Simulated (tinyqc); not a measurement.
Field from the level spacing.

Inverse problem. In a triangular well E_k = a_k (C F^2/mz1)^(1/3), a_1 = 2.338107, a_2 = 4.087949, C = hbar^2/(2 m0), F in eV/nm (1 MV/cm = 0.1 eV/nm). Find F, E_1, the mean distance 2 E_1/(3 F) of the lowest level and the sheet charge eps0 eps_r F/q behind such a field.

Inputs (values chosen for the exercise): relative permittivity eps_r = 11.8; mass along z of valley set A (4 valley(s)) mz1 = 0.309 m0.

Constants: q = 1.602176634e-19 C, hbar = 1.054571817e-34 J s, m0 = 9.1093837015e-31 kg, eps0 = 8.8541878128e-14 F/cm where lengths are in cm, hbar^2/(2 m0) = 0.0380998212 eV nm^2. Results are converted to the units shown.

spacing of the two lowest levels = 230.32775 meV

Solution. The spacing over a_2 - a_1 is the energy scale (C F^2/mz1)^(1/3), which gives F.

F = 1.36 MV/cm
E_1 = 308 meV
mean distance = 1.51 nm
sheet charge over q = 8.87e12 cm^-2

Program tinyqc, `OMP_NUM_THREADS=1 python tinyqc.py 2160067 2160068 out.jsonl`; Intel Xeon 2.30GHz, shared host, one thread, about 1 s.
